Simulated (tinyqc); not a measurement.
Inside a calculation. Model: competing polymorphs of an oxide film: bulk, surface, grain-boundary, dopant and field terms. Computed by tinyqc, a small Python program that keeps every step. Command: `OMP_NUM_THREADS=1 python tinyqc.py 3009126 3009127 out.jsonl polymorph walk`. One thread of a shared host (Intel(R) Xeon(R) Processor @ 2.30GHz), about 0.01 s of CPU time with the checks. Intermediate numbers are printed to about 6 digits and carried at full precision; extremes and crossings named in words are read from the listed rows.

Phases: monoclinic m (reference), polar orthorhombic o, tetragonal t. Free energies per formula unit (f.u.); 1 J/m^2 x angstrom^3/nm = 6.241509 meV.

Inputs (values chosen for the exercise, for a model oxide):
```
quantity,value,unit
energy of the polar phase o over m,76,meV/f.u.
energy of the tetragonal phase t over m,119,meV/f.u.
entropy of o over m,0.0098,meV/(f.u. K)
entropy of t over m,0.047,meV/(f.u. K)
surface energy of m,3.6,J/m^2
surface energy of o,2.85,J/m^2
surface energy of t,2.75,J/m^2
grain-boundary energy over surface energy,0.59,-
volume per formula unit Omega,32.8,angstrom^3
film thickness h,25,nm
grain radius R,13,nm
temperature T,300,K
dopant content x,0.31,%
shift of o per % of dopant,-5.7,meV/f.u.
shift of t per % of dopant,-14,meV/f.u.
polarisation of o,44,microcoulomb/cm^2
field E,3.8,MV/cm
width sigma of ln R,0.27,-
interlayer thickness (SiO2),0.54,nm
```

Geometry: columnar grains in a film.

permittivities of m, o, t: [18, 25, 43]

## Bulk terms

Bulk term b = H - T S + (shift) x, zero for m. The undoped bulk turns from m to t at T = H_t/S_t.

b (meV/f.u.): m 0.000, o 71.293, t 100.560

bulk m-t temperature = 2531.91 K

## Free energies of the grain

Area per volume: A = 2/h + f_b/R (two free faces; the side wall 2/R is shared by two grains and carries f_b gamma); G = b + gamma Omega A.

area per volume A = 0.125385 1/nm

G less G(m) (meV/f.u.): m 0.0000, o 52.0413, t 78.7414

G(o) - G(m) = 52.0413 meV/f.u.

G(t) - G(o) = 26.7001 meV/f.u.

The lowest phase is m, by 52.0 meV/f.u. over o, as in the bulk terms. Caution: this is an equilibrium ranking; real films often keep the phase that nucleates first on cooling from t.

## Crossing points

With G = b + gamma Omega A (b the bulk free energy per formula unit, A the area per volume), two phases i, j cross at A_ij = (b_j - b_i)/(Omega (gamma_i - gamma_j)); o has a window only if A_mo < A_ot.

A_mo = 0.464325 1/nm

A_ot = 1.42960 1/nm

A_mt = 0.577887 1/nm

o is lowest for A between 0.464 and 1.430 1/nm, m below and t above.

## Phase shares in a spread of grain sizes

Grain radii are log-normal by volume with median R and width sigma; the share with A above A* is that with radius below R*, R* = f_b/(A* - 2/h) (all grains if A* <= 2/h), share = (1/2) erfc[-ln(R*/R)/(sqrt 2 sigma)]. Effective permittivity of a layer of thickness h built of such grains, taken in parallel: sum of share x eps; EOT = interlayer + 3.9 h/eps.

volume shares: m 1, o 0, t 0

share of o = 0

effective permittivity = 18

equivalent oxide thickness = 5.95667 nm

One phase holds nearly all the volume.

## A field

The polar phase gains -P E Omega (1 microcoulomb/cm^2 x MV/cm x angstrom^3 = 0.006241509 meV); the dielectric term -(1/2) eps_0 (eps - 1) E^2 Omega is left out. Where t lies below o, o is reached at E_up = [G(o) - G(t)]/(P Omega), else 0.

gain P E Omega = 34.2294 meV/f.u.

G(t) - G(o) in the field = 60.9295 meV/f.u.

crossing field E_up = 0 MV/cm

o already lies below t. m lies lower than both at zero field, so this holds only while m is avoided.

## Thickness series

Bulk term b = H - T S + (shift) x, zero for m. The median radius is held at R.

Against thickness:
```
h (nm),A at R (1/nm),share m,share o,share t,eps,EOT (nm)
3,0.712051,0.00000,1.00000,0,25.0000,1.00800
4,0.545385,0.00000,1.00000,0,25.0000,1.16400
6,0.378718,0.99996,0.00004,0,18.0003,1.83998
8,0.295385,1.00000,0.00000,0,18.0000,2.27333
11,0.227203,1.00000,0.00000,0,18.0000,2.92333
15,0.178718,1.00000,0.00000,0,18.0000,3.79000
22,0.136294,1.00000,0.00000,0,18.0000,5.30667
35,0.102527,1.00000,0.00000,0,18.0000,8.12333
```

From 3 to 35 nm the share of t stays at 0.00 and that of m from 0.00 to 1.00; the largest share of o is 1.00. A at the median radius runs from 0.712 down to 0.103 1/nm, against the crossings A_mo = 0.464, A_ot = 1.430 and A_mt = 0.578; the majority phase is o in the thinnest film and m in the thickest.

## Dopant series

The formulas are those given above.

Against dopant content:
```
x (%),A_mo (1/nm),A_ot (1/nm),share m,share o,share t
0.0,0.475833,1.55528,1.00000,0,0.00000
1.0,0.438710,1.14985,1.00000,0,0.00000
2.0,0.401586,0.74443,1.00000,0,0.00000
3.0,0.364463,0.33900,1.00000,0,0.00000
4.0,0.327339,-0.06643,1.00000,0,0.00000
5.0,0.290215,-0.47186,0.99985,0,0.00015
6.5,0.234530,-1.08000,0.00000,0,1.00000
8.0,0.178845,-1.68815,0.00000,0,1.00000
10.0,0.104597,-2.49900,0.00000,0,1.00000
```

The dopant lowers t by 14 and o by 5.7 meV per %, so A_ot falls faster than A_mo. The share of o stays under 2 % at every content listed. t holds the majority from x = 6.5 % on.

Checks made by the program: equal free energies at A_mt (relative difference below 1e-10).
